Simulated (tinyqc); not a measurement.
Gain against bias and Miller's formula: avalanche multiplication and breakdown of a junction from ionisation integrals. Computed by tinyqc, a small Python program. Command: `OMP_NUM_THREADS=1 python tinyqc.py 3005165 3005166 out.jsonl impact walk`. One thread of a shared host (Intel(R) Xeon(R) Processor @ 2.30GHz), about 0.01 s of CPU time with the checks.

Ionisation coefficients follow the local field. Position x runs through the depletion layer from the p side (x = 0), where electrons enter, to the n side (x = w), where holes enter. The built-in voltage is neglected.

Inputs (values chosen for the exercise, modelled on germanium):
```
quantity                               value    unit
electron prefactor a_n              1.46e+07    1/cm
electron field b_n                  1.55e+06    V/cm
hole prefactor a_p                  1.08e+07    1/cm
hole field b_p                       1.3e+06    V/cm
exponent c                                 1       -
permittivity eps                          16       -
doping N of the lightly doped side   3.9e+14  1/cm^3
```

Junction: one-sided abrupt p+n.

Constants: e = 1.602176634e-19 C; eps_0 = 8.8541878128e-12 F/m.

Method:
- alpha_n = a_n exp(-(b_n/F)^c), alpha_p = a_p exp(-(b_p/F)^c).
- Field F = F_m (1 - s), w = eps eps_0 F_m/(e N), V = F_m w/2, with s = x/w (the peak lies at the p+ side).
- With Phi(x) = int_0^x (alpha_n - alpha_p) dx': 1 - 1/M_n = I_n = int_0^w alpha_n exp(-Phi) dx and M_p = M_n exp(-Phi(w)); trapezoid rule on 401 even points; breakdown at I_n = 1.
- Solve I_n(F_m) = 1.
- Miller's exponent n is defined by 1 - 1/M = (V/V_B)^n for the larger M.

breakdown voltage = 320.260 V

critical field F_m = 0.168081 MV/cm

Gain:
```
V/V_B   V (V)  F_m (MV/cm)     M_n     M_p  Miller exponent n
0.50   160.13      0.11885   1.006   1.041             4.6547
0.60   192.16      0.13020   1.023   1.134             4.1861
0.70   224.18      0.14063   1.071   1.363             3.7114
0.80   256.21      0.15034   1.206   1.950             3.2234
0.90   288.23      0.15946   1.706   4.001             2.7294
0.95   304.25      0.16383   2.787   8.353             2.4859
0.98   313.85      0.16639   6.100  21.633             2.3427
0.99   317.06      0.16724  11.647  43.845             2.2956
```

The larger gain passes 2 between 0.800 and 0.900 of V_B and reaches 43.8 at 0.99. Miller's exponent runs from 2.3 to 4.7, so it is not a constant: a fit holds over a narrow range only. From the first row to the last the voltage grows by a factor 1.98 and the peak field by 1.41.

Extremes, crossings and ranges named in words are read from the listed rows.
